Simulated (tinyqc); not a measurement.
Shallow acceptor in the spherical four-band model: one step. Matrices in a small basis. Two cases, with inputs chosen for the exercise.

Task: Form S and H.

The ground state 1S3/2 has an L = 0 part f(r) and an L = 2 part g(r). In units of Ry* and a*, with Gaussians f_i = exp(-a_i r^2), g_i = r^2 exp(-a_i r^2), A = a_i + a_j and I(n) = Gamma((n + 1)/2)/(2 A^((n + 1)/2)): S_ff = I(2), S_gg = I(6), H_ff = (6 a_i a_j/A) I(2) - 2 I(1), H_gg = (14 a_i a_j/A) I(6) - 2 I(5), H_fg = -mu [15 I(2) - 20 a_j I(4) + 4 a_j^2 I(6)]; each function is then normalised. The split-off band is left out.

Case 1.

Values chosen (out of a larger set: near those of a shallow acceptor in Si, where the small spin-orbit splitting and strong warping make this model rough; not measured data): al = (0.428, 2.57) 1/a*^2 (exponents a_i, the same for f and g).

mu = 0.467290

Case 2.

Values chosen (out of a larger set: near those of a shallow acceptor in Si, where the small spin-orbit splitting and strong warping make this model rough; not measured data): al = (0.174, 1.04, 6.26) 1/a*^2 (exponents a_i, the same for f and g).

mu = 0.465116

Give: S; H.

Result:

Case 1.

S:
```
        f1      f2      g1      g2
f1  1.0000  0.5852       0       0
f2  0.5852  1.0000       0       0
g1       0       0  1.0000  0.2865
g2       0       0  0.2865  1.0000
```

H (Ry*):
```
         f1       f2       g1       g2
f1  -0.8040  -0.9985  -0.7746  -0.2219
f2  -0.9985   2.5936  -1.3325  -4.6512
g1  -0.7746  -1.3325   1.8824   0.8745
g2  -0.2219  -4.6512   0.8745  15.2612
```

Case 2.

S:
```
        f1      f2      f3      g1      g2      g3
f1  1.0000  0.5867  0.1848       0       0       0
f2  0.5867  1.0000  0.5845       0       0       0
f3  0.1848  0.5845  1.0000       0       0       0
g1       0       0       0  1.0000  0.2881  0.0194
g2       0       0       0  0.2881  1.0000  0.2856
g3       0       0       0  0.0194  0.2856  1.0000
```

H (Ry*):
```
         f1       f2        f3       g1       g2        g3
f1  -0.8093  -0.9341   -0.8701  -0.3134  -0.0903   -0.0061
f2  -0.9341  -0.1347   -0.4363  -0.5398  -1.8734   -0.5351
f3  -0.8701  -0.4363   10.7948  -0.2193  -3.2208  -11.2767
g1  -0.3134  -0.5398   -0.2193   0.5080   0.2192   -0.0133
g2  -0.0903  -1.8734   -3.2208   0.2192   5.5441    2.6373
g3  -0.0061  -0.5351  -11.2767  -0.0133   2.6373   39.5612
```

Computed by tinyqc, one run a case: `OMP_NUM_THREADS=1 python tinyqc.py N N+1 out.jsonl` with N = 1282059, 1282343; one thread of a shared Intel(R) Xeon(R) Processor @ 2.30GHz, about 0.07 s a run at most.
